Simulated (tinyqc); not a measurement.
# MOS capacitor on a p-type substrate, surface potential from the exact charge relation: effects of single changes

Uniform p-type substrate, Boltzmann statistics, full ionisation, classical densities. psi is the surface potential against the body (positive when the bands bend down) and u = psi/Vt. Traps are spread evenly over the gap and neutral at flat band, so their charge is -q Dit psi; the minority quasi-Fermi level is shifted by Vb.

Inputs (values chosen for the exercise); band and dielectric values close to those of silicon:
- T = 300 K (temperature)
- Eg = 1.1 eV (band gap)
- eps_r = 11.6 (relative permittivity)
- Nc = 2.83e19 cm^-3 (conduction-band density of states at T)
- Nv = 2.69e19 cm^-3 (valence-band density of states at T)
- chi = 3.99 eV (electron affinity)
- N = 1.8e17 cm^-3 (acceptor density of the substrate)
- eox = 8.75 (relative permittivity of the gate insulator (close to aluminium oxide))
- tox = 20 nm (insulator thickness)
- phiM = 4.17 eV (gate work function)
- Nf = 0 cm^-2 (fixed charge at the interface, in units of q)
- Dit = 0 cm^-2 eV^-1 (density of interface traps)
- Vb = 0 V (reverse bias of the inversion layer against the body)

Constants: q = 1.602176634e-19 C, kB = 1.380649e-23 J/K, Vt = kB T/q, eps0 = 8.8541878128e-14 F/cm where lengths are in cm. Results are converted to the units shown.

Each table varies one quantity; the others keep the values above.

## Capacitance-voltage curves

ni = sqrt(Nc Nv) exp(-Eg/(2 Vt)), Eg in volts; phiF = Vt ln(N/ni); Cox = eps0 eox/tox; Vfb = phiM - chi - (Eg - Vt ln(Nv/N)) - q Nf/Cox; Q0 = sqrt(2 eps0 eps_r q N Vt); r = (ni/N)^2 exp(-Vb/Vt); VT = Vfb + [(2 phiF + Vb)(1 + q Dit/Cox) + sqrt(2 eps0 eps_r q N (2 phiF + Vb))/Cox]. u = psi/Vt; F^2 = exp(-u) + u - 1 + r (exp(u) - u - 1); Qs = -sign(u) Q0 F; Cs = -dQs/dpsi = (Q0/Vt) |1 - exp(-u) + r (exp(u) - 1)|/(2 F). psi solves Vg = Vfb + psi + (q Dit psi - Qs)/Cox. Low frequency: 1/C_LF = 1/Cox + 1/(Cs + q Dit). High frequency, in the simple estimate in which traps and minority carriers do not follow: 1/C_HF = 1/Cox + 1/Cd, Cd being Cs with r = 0 at the same psi. Deep depletion: r = 0 and Dit = 0 both in the equation for psi and in Cs. Minority sheet density N_inv = (Q0/(2 q)) int_0^u r (exp(t) - 1)/F(t) dt for u > 0. N_inv under 1 cm^-2 is printed as 0. Regimes: accumulation when majority carriers gather, then depletion up to |psi| = phiF + Vb, weak inversion up to 2 phiF + Vb, strong inversion beyond.

Result of one run:

| Vg (V) | psi (V) | C_LF/Cox | C_HF/Cox | C_deep/Cox | N_inv (cm^-2) | regime |
|---|---|---|---|---|---|---|
| -1.08 | -0.055356 | 0.86363 | 0.86363 | 0.86363 | 0 | accumulation |

What becomes of these results when the gate voltage against the body Vg is changed from -1.08 to -1.36 V, all else the same?

Result of the changed run:

| Vg (V) | psi (V) | C_LF/Cox | C_HF/Cox | C_deep/Cox | N_inv (cm^-2) | regime |
|---|---|---|---|---|---|---|
| -1.36 | -0.085449 | 0.91459 | 0.91459 | 0.91459 | 0 | accumulation |

The whole series:

| Vg (V) | psi (V) | C_LF/Cox | C_HF/Cox | C_deep/Cox | N_inv (cm^-2) | regime |
|---|---|---|---|---|---|---|
| -1.64 | -0.10554 | 0.93929 | 0.93929 | 0.93929 | 0 | accumulation |
| -1.36 | -0.085449 | 0.91459 | 0.91459 | 0.91459 | 0 | accumulation |
| -1.08 | -0.055356 | 0.86363 | 0.86363 | 0.86363 | 0 | accumulation |
| -0.81 | -0.0050412 | 0.74696 | 0.74696 | 0.74696 | 0 | accumulation |
| -0.53 | 0.094794 | 0.53712 | 0.53712 | 0.53712 | 0 | depletion |
| -0.25 | 0.24585 | 0.40111 | 0.40111 | 0.40111 | 4.7277 | depletion |
| 0.03 | 0.42406 | 0.33238 | 0.33238 | 0.33238 | 3344.0 | weak inversion |
| 0.31 | 0.61733 | 0.29006 | 0.29002 | 0.29002 | 4.7827e6 | weak inversion |
| 0.59 | 0.81762 | 0.33300 | 0.26094 | 0.26059 | 9.4805e9 | weak inversion |
| 0.86 | 0.91532 | 0.84003 | 0.24987 | 0.23931 | 3.4987e11 | strong inversion |
| 1.14 | 0.94545 | 0.92381 | 0.24677 | 0.22196 | 9.3684e11 | strong inversion |
| 1.42 | 0.96277 | 0.94887 | 0.24504 | 0.20790 | 1.5644e12 | strong inversion |

C_LF/Cox is lowest, 0.290, at Vg = 0.31 V (weak inversion) among the rows listed and is 0.949 in the last row, where C_HF/Cox is 0.245 and the deep-depletion value 0.208. Vfb = -0.791 V, where C_HF/Cox = 0.734 (Cox in series with eps0 eps_r/LD), and VT = 0.625 V. Over the last two rows psi moves by only 0.062 V a volt of gate bias, since the inversion charge screens the body. In strong accumulation and inversion degeneracy and confinement, left out here, lower the capacitance.

## Effect of the reverse bias of the inversion layer against the body on threshold and swing

ni = sqrt(Nc Nv) exp(-Eg/(2 Vt)), Eg in volts; phiF = Vt ln(N/ni); Cox = eps0 eox/tox; Vfb = phiM - chi - (Eg - Vt ln(Nv/N)) - q Nf/Cox; VT = Vfb + [(2 phiF + Vb)(1 + q Dit/Cox) + sqrt(2 eps0 eps_r q N (2 phiF + Vb))/Cox]. gamma = sqrt(2 eps0 eps_r q N)/Cox; Wm = sqrt(2 eps0 eps_r (2 phiF + Vb)/(q N)); m = 1 + (eps0 eps_r/Wm + q Dit)/Cox; swing m Vt ln 10; Cmin/Cox = 1/(1 + Cox Wm/(eps0 eps_r)).

In this table Dit = 0 cm^-2 eV^-1.

The same in every row: Vfb (V) = -0.79056; 2 phiF (V) = 0.83981; gamma (V^0.5) = 0.62832.

Results:

| Vb (V) | VT (V) | Wm (nm) | m | swing (mV/decade) | Cmin/Cox |
|---|---|---|---|---|---|
| 0 | 0.62505 | 77.342 | 1.3428 | 79.933 | 0.25530 |
| 0.4 | 1.1489 | 93.973 | 1.2821 | 76.322 | 0.22006 |
| 1.2 | 2.1466 | 120.54 | 1.2200 | 72.620 | 0.18031 |
| 1.6 | 2.6307 | 131.83 | 1.2011 | 71.499 | 0.16745 |
| 2 | 3.1081 | 142.22 | 1.1864 | 70.624 | 0.15713 |
| 2.4 | 3.5802 | 151.91 | 1.1745 | 69.916 | 0.14860 |
| 2.8 | 4.0480 | 161.01 | 1.1647 | 69.329 | 0.14139 |

Estimate the missing row, Vb = 0.8 V.

Computed row:

| Vb (V) | VT (V) | Wm (nm) | m | swing (mV/decade) | Cmin/Cox |
|---|---|---|---|---|---|
| 0.8 | 1.6538 | 108.07 | 1.2453 | 74.130 | 0.19700 |

With this row back in the table: As Vb goes from 0 to 2.8, VT rises from 0.625 to 4.05 V, the swing falls from 79.9 to 69.3 mV/decade and Cmin/Cox falls from 0.255 to 0.141. Vfb does not move. The slope |dVT/dVb| between the first two rows is 1.31, close to m (VT is counted against the body; against the source it is m - 1).

## Effect of the insulator thickness on threshold and swing

Same model as above.

The same in every row: Vfb (V) = -0.7906; 2 phiF (V) = 0.8398; Wm (nm) = 77.34.

Results:

| tox (nm) | gamma (V^0.5) | VT (V) | m | swing (mV/decade) | Cmin/Cox |
|---|---|---|---|---|---|
| 5 | 0.1571 | 0.1932 | 1.086 | 64.63 | 0.07894 |
| 7.4 | 0.2325 | 0.2623 | 1.127 | 67.08 | 0.1126 |
| 11 | 0.3456 | 0.3659 | 1.189 | 70.75 | 0.1586 |
| 16 | 0.5027 | 0.5099 | 1.274 | 75.85 | 0.2152 |
| 24 | 0.7540 | 0.7402 | 1.411 | 84.01 | 0.2915 |
| 36 | 1.131 | 1.086 | 1.617 | 96.26 | 0.3816 |
| 80 | 2.513 | 2.352 | 2.371 | 141.2 | 0.5783 |

Estimate the missing row, tox = 54 nm.

Computed row:

| tox (nm) | gamma (V^0.5) | VT (V) | m | swing (mV/decade) | Cmin/Cox |
|---|---|---|---|---|---|
| 54 | 1.696 | 1.604 | 1.926 | 114.6 | 0.4807 |

With this row back in the table: As tox goes from 5 to 80, VT rises from 0.193 to 2.35 V, the swing rises from 64.6 to 141 mV/decade and Cmin/Cox rises from 0.0789 to 0.578. Vfb does not move. m - 1 goes as tox^(1.00), that is as 1/Cox.

Numbers from tinyqc (`OMP_NUM_THREADS=1 python tinyqc.py 2060134 2060135 out.jsonl`; about 0.01 s on one thread of a shared Intel Xeon 2.30GHz).
